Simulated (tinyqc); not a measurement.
Inside a calculation: heavy doping: gap narrowing, degeneracy and the minority density. Values are carried at full precision from step to step, so a last printed digit may differ when a step is redone from the rounded ones.

Empirical narrowing (Slotboom form, constants chosen for the exercise; published fits of this form give the apparent narrowing, here it is taken as the true one): dEg = E0 [ln(N/N0) + sqrt(ln(N/N0)^2 + C)].

Constants: kB = 8.617333262e-05 eV/K; e^2/(4 pi eps0) = 14.39964547 eV angstrom.

Parameters, chosen for this exercise (gap and densities of states near those of Ge at this temperature; narrowing constants of the size fitted for Si, not for this material; shifted at random, so the results belong to these values and not to a real crystal):
```
symbol  value     unit    meaning
N       1.8e+18   1/cm^3  ionised acceptors, equal to the majority density
E0      9.92      meV     narrowing scale
N0      1.1e+17   1/cm^3  onset density
C       0.5               smoothing constant
Nv      6.25e+18  1/cm^3  valence-band density of states
Eg      0.644     eV      gap
Nc      1.3e+19   1/cm^3  conduction-band density of states
T       350       K
eps     15.9              dielectric constant
Mv      1                 majority valleys
```

## Gap narrowing

Evaluate at N.

ln(N/N0) = 2.7951
dEg (empirical fit) = 56.33 meV

Well above N0 each decade of doping adds 2 E0 ln 10 = 45.7 meV.

## Degeneracy of the majority band

F_j(eta) = (1/Gamma(j + 1)) integral_0^infinity x^j dx/(1 + exp(x - eta)), which tends to exp(eta) for eta << 0.

Majority: N = Nv F_1/2(eta), eta the distance of EF beyond the majority band edge in kT. Degeneracy factor gam = F_1/2(eta)/exp(eta). ni0^2 = Nc Nv exp(-Eg/kT); product n p = ni0^2 gam exp(dEg/kT), dEg the true narrowing; apparent narrowing dEa = dEg + kT ln gam; minority density = n p/N.

Solve for eta and form gam.

N/Nv = 0.2880
eta = -1.1434
gam = 0.9036

## Product and minority density

Combine both effects.

ni0 = 2.08e+14 1/cm^3
exp(dEg/kT) = 6.47
dEa = 53.3 meV
sqrt(n p) = 5.03e+14 1/cm^3
minority density = 1.41e+11 1/cm^3

Narrowing multiplies the product by 6.47 and degeneracy by 0.904; together they change the minority density by a factor 5.85 against ni0^2/N.

## Two estimates of the size

Two physical estimates, e2 = e^2/(4 pi eps0), N in 1/angstrom^3: exchange shift at the Fermi level, Ex = (e2/eps) kF/pi with kF = (3 pi^2 N/Mv)^(1/3); screened-pair energy (Lanyon-Tuft), Es = (3/4)(e2/eps) qs with qs^2 = (4 pi e2 N/(eps kT)) F_-1/2(eta)/F_1/2(eta).

Evaluate both at N.

kF = 0.03763 1/angstrom
Ex = 10.85 meV
Es = 16.87 meV

Against the fitted dEg = 56.3 meV, Ex is 0.19 and Es 0.30 times as large; each keeps one mechanism only, and Ex assumes a strongly degenerate gas, while here eta is only -1.14.

## Checks

- Minority density against the Boltzmann occupation of the other band at the narrowed gap (1/cm^3): both 1.407e+11.

(tinyqc, `OMP_NUM_THREADS=1 python tinyqc.py 1682546 1682547 out.jsonl`, Intel(R) Xeon(R) Processor @ 2.30GHz, 1 thread, shared host, about 0.01 s.)
